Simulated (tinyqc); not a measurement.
# Potential step from the flux

Inverse problem. On one interval J = (q mu Vt/hx) [nb B(d) - na B(-d)], B(d) = d/(exp(d) - 1), d = (psi_b - psi_a)/Vt. Find psi_b - psi_a, and the step at which J would vanish.

Values chosen for this exercise:
```
symbol,value,unit,meaning
T,300,K,temperature
mu,1360,cm^2/(V s),electron mobility
na,6.2e14,cm^-3,density at the left node
nb,2.1e14,cm^-3,density at the right node
hx,32,nm,node spacing
```

Constants: q = 1.602176634e-19 C, kB = 1.380649e-23 J/K, Vt = kB T/q. Results are converted to the units shown.

J = 1190.5658 A/cm^2

Solution. B(d) falls and B(-d) rises with d, so J falls steadily with the step and one value matches. J = 0 needs nb/na = exp(d), the Boltzmann ratio.

psi_b - psi_a = -0.0890 V
step for J = 0 = -0.0280 V

Computed by the program tinyqc: `OMP_NUM_THREADS=1 python tinyqc.py 2220109 2220110 out.jsonl`, one thread of a shared Intel Xeon 2.30GHz, about 0.01 s for the whole run.
